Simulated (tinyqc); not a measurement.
Raman line shape of confined optical phonons and breathing modes of small crystals: one step, computed by the program tinyqc. Command: `OMP_NUM_THREADS=1 python tinyqc.py 3005009 3005010 out.jsonl confine walk`. One thread of a shared host (Intel(R) Xeon(R) Processor @ 2.30GHz), about 0.02 s of CPU time with the checks.

Confinement in 2 direction(s) lets phonons with q away from zero scatter light. q is in units of 2 pi/a, from 0 to 1, and the branch is isotropic: omega(q)^2 = (omega_0^2 + omega_X^2)/2 + ((omega_0^2 - omega_X^2)/2) cos(pi q). The model and its constant beta are phenomenological; beta = 8 is the common choice.

Task: Range of wave vectors. Weight W(q) = q^1 exp(-(2 L q/a)^2/(2 beta)) dq, that is exp(-k^2 L^2/(2 beta pi^2)) for k = 2 pi q/a. Width q_c = a sqrt(2 beta)/(2 L), where the exponential falls to 1/e; curvature of the branch: omega(q) = omega_0 - c q^2, c = pi^2 (omega_0^2 - omega_X^2)/(8 omega_0); for small q_c the mean of q^2 is (number of confined directions) q_c^2/2, and the mean shift is -c times that.

Inputs (values chosen for the exercise, modelled on silicon): bulk frequency omega_0 = 521.2 1/cm; frequency at the zone boundary omega_X = 399 1/cm; lattice constant a = 5.431 angstrom; size L = 3.3 nm; confinement constant beta = 4.

Shape: wire.

Give: q_c; curvature c; mean shift, quadratic estimate; omega(q_c) - omega_0.

Result:

q_c = 0.23275 2 pi/a

curvature c = 266.17 1/cm

mean shift, quadratic estimate = -14.419 1/cm

omega(q_c) - omega_0 = -13.975 1/cm
